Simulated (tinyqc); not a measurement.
Inside a calculation. Model: p-n diode with diffusion and depletion-layer recombination.

Program tinyqc, `OMP_NUM_THREADS=1 python tinyqc.py 2260064 2260065 out.jsonl`; Intel Xeon 2.30GHz, shared host, one thread, about 0.01 s. Printed values are rounded.

Abrupt junction in the depletion approximation, low injection, full ionisation, neutral widths fixed, ohmic contact on the p side. Vj is the junction voltage; where a series resistance Rs is given, V = Vj + J Rs is the terminal voltage.

Inputs (values chosen for the exercise); band and dielectric values close to those of In0.53Ga0.47As:
- T = 400 K (temperature)
- Eg = 0.746 eV (band gap)
- eps_r = 13.7 (relative permittivity)
- Nc = 3.2e17 cm^-3 (conduction-band density of states at T)
- Nv = 1.16e19 cm^-3 (valence-band density of states at T)
- Na = 2.4e18 cm^-3 (acceptor density)
- Nd = 2.3e16 cm^-3 (donor density)
- mun = 1500 cm^2/(V s) (electron mobility in the p side)
- mup = 210 cm^2/(V s) (hole mobility in the n side)
- tn = 7e-7 s (electron lifetime)
- tp = 1e-8 s (hole lifetime)
- wp = 13 um (neutral width of the p side)
- wn = 1.8 um (neutral width of the n side)
- Sp = 70 cm/s (recombination velocity at the n contact)
- Rs = 0.00018 ohm cm^2 (series resistance)
- Et = 0 eV (trap level above the intrinsic level)
- Vj = 0.31 V (junction voltage at which recombination is evaluated)
- V = 0.64 V (terminal voltage)

Constants: q = 1.602176634e-19 C, kB = 1.380649e-23 J/K, Vt = kB T/q, eps0 = 8.8541878128e-14 F/cm where lengths are in cm. Results are converted to the units shown.

Range of the model: At the terminal voltage used the injected minority density exceeds a tenth of the lighter doping, so the low-injection formulas overstate the current.

## Diffusion lengths and saturation currents

ni = sqrt(Nc Nv) exp(-Eg/(2 Vt)), Eg in volts; D = mu Vt; Ln = sqrt(Dn tn), Lp = sqrt(Dp tp); J0n = q ni^2 Dn coth(wp/Ln)/(Ln Na); J0p = (q ni^2 Dp/(Lp Nd)) (s + tanh(wn/Lp))/(1 + s tanh(wn/Lp)), s = Sp Lp/Dp.

ni = 3.84779e13 cm^-3
Ln = 60.1605 um
Lp = 2.69046 um
J0n = 3.99198e-6 A/cm^2
J0p = 1.62617e-4 A/cm^2

wp/Ln = 0.22 and wn/Lp = 0.67; holes carry 97.6 % of the diffusion current.

## Recombination in the depleted layer

ni = sqrt(Nc Nv) exp(-Eg/(2 Vt)), Eg in volts. Vbi = Vt ln(Na Nd/ni^2), W = sqrt(2 eps0 eps_r (Vbi - Vj)(1/Na + 1/Nd)/q), xp = W Nd/(Na + Nd), xn = W Na/(Na + Nd); u(x) = q Na (x + xp)^2/(2 eps0 eps_r) for x < 0 and Vbi - Vj - q Nd (xn - x)^2/(2 eps0 eps_r) for x > 0; p = Na exp(-u/Vt), n = Nd exp((u - Vbi + Vj)/Vt); U = ni^2 (exp(Vj/Vt) - 1)/(tp (n + ni exp(Et/Vt)) + tn (p + ni exp(-Et/Vt))); J_scr = q times the integral of U from -xp to xn. Trapezoid rule on 13 equal steps.

W = 139.060 nm

```
point   x (nm)     u (V)   n (cm^-3)   p (cm^-3)  U (cm^-3 s^-1)
0       -1.320  0.000000  4.96636e12      2.4e18      7.09381e18
1        9.377  0.040663  1.61572e13  7.37704e17      2.30777e19
2       20.074  0.080638  5.15263e13  2.31324e17      7.35872e19
3       30.771  0.117137  1.48557e14  8.02335e16      2.12090e20
4       41.468  0.150159  3.87224e14  3.07813e16      5.52309e20
5       52.165  0.179706  9.12503e14  1.30622e16      1.29824e21
6       62.862  0.205777  1.94406e15  6.13113e15      2.74695e21
7       73.559  0.228371  3.74445e15  3.18319e15      5.19748e21
8       84.256  0.247490  6.52033e15  1.82802e15      8.68558e21
9       94.953  0.263132  1.02649e16  1.16117e15      1.26410e22
10     105.650  0.275298  1.46098e16  8.15844e14      1.60076e22
11     116.347  0.283988  1.87990e16  6.34038e14      1.80809e22
12     127.044  0.289202  2.18690e16  5.45030e14      1.89916e22
13     137.740  0.290941      2.3e16  5.18229e14      1.92198e22
```

J_scr = 0.0161314 A/cm^2

With 2000 steps J_scr = 0.01613 A/cm^2; the coarse value is within 0.01 % of it. U is largest at x = 138 nm among these points. On the fine grid U peaks at 1.922e22 cm^-3 s^-1, and J_scr/(q U_max) is 37.7 % of W, the effective width of the recombining zone.

## Starting value

Vj = Vt ln(V/(Rs J0)), the value at which all of V would drop over Rs.

Vj at the start = 0.581709 V

## Iteration 1: new Vj

J0 = J0n + J0p = 1.66609e-4 A/cm^2

Diffusion current alone: J = J0 (exp(Vj/Vt) - 1), g = Vj + J Rs - V, g' = 1 + Rs J0 exp(Vj/Vt)/Vt, Vj(new) = Vj - g/g'.

J = 3555.56 A/cm^2
g = 0.581709 V
g' = 19.5672
Vj after iteration 1 = 0.551980 V

## Iteration 2: new Vj

As before.

J = 1500.87 A/cm^2
g = 0.182136 V
g' = 8.83757
Vj after iteration 2 = 0.531371 V

## Iteration 3: new Vj

As before.

J = 825.423 A/cm^2
g = 0.0399469 V
g' = 5.31039
Vj after iteration 3 = 0.523848 V

## Course of the iteration

Stop when the step is below 1e-10 V, or after 80 iterations.

Course of the iteration:
```
iteration  Vj before the step (V)   step (V)
1                        0.581709    -0.0297
2                        0.551980    -0.0206
3                        0.531371   -7.52e-3
4                        0.523848   -7.38e-4
5                        0.523111   -6.18e-6
6                        0.523104  -4.29e-10
7                        0.523104          0
```

Converged in 7 iterations.
